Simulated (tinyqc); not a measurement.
Inside a calculation: carbon nanotube by zone folding. Values are carried at full precision from step to step, so a last printed digit may differ when a step is redone from the rounded ones.

Circumference C = n a1 + m a2, a = sqrt3 acc; d = a sqrt(n^2 + nm + m^2)/pi; tan(theta) = sqrt3 m/(2n + m); dR = gcd(2n + m, 2m + n); T = t1 a1 + t2 a2 with t1 = (2m + n)/dR, t2 = -(2n + m)/dR, |T| = sqrt3 pi d/dR; N = 2 (n^2 + nm + m^2)/dR hexagons a cell. On cutting line mu = 0 to N - 1 at x = k|T|/(2 pi) the phases are p1 = 2 pi (-t2 mu + m x)/N, p2 = 2 pi (t1 mu - n x)/N, and E = -/+ t |1 + exp(i p1) + exp(i p2)|.

Values chosen for the exercise (near those used for carbon; not measured data): n = 7 (chiral index); m = 7 (chiral index); acc = 1.42 angstrom (bond length); t = 2.67 eV (hopping); mu = 6 (cutting line); x = 0.1 (position on the line).

## Geometry

Form d, theta, dR, t1, t2, N and |T|, and (n - m) mod 3.

d = 9.492 angstrom
theta = 30.00 degrees

dR, t1, t2, N: [21, 1, -1, 14]

|T| = 2.460 angstrom
(n - m) mod 3 = 0

A cutting line passes through K: metallic in zone folding; armchair, 28 atoms a cell.

## One point of one line

Form the phases and the energy.

p1, p2 (rad): [3.00695, 2.37863]

E of the upper band = 2.9133 eV

## Band edges

The three lowest distinct minima of E along the lines, doubled (the transition between mirror bands), against the cone: 2 t acc j/d with j = 1, 2, 4 for semiconducting and 0, 3, 3 for metallic tubes.

Transitions (eV):
```
order  zone folding    cone
1            0.0000  0.0000
2            2.3169  2.3966
```

For an armchair tube the lines on both sides of K are mirror images, so the first pair stays degenerate. Measured optical lines also hold self-energy and exciton terms.

## The small gap from curvature

Rolling tilts the orbitals and moves K off the line: Eg = (3/4) t (acc/d)^2 |cos(3 theta)| in the estimate used here (misalignment of pi orbitals alone).

gap = 0.0 meV

It vanishes for armchair tubes.

Run: tinyqc, `OMP_NUM_THREADS=1 python tinyqc.py 1450767 1450768 out.jsonl`; Intel(R) Xeon(R) Processor @ 2.30GHz, one thread, shared host; about 0.02 s of CPU time with all checks.
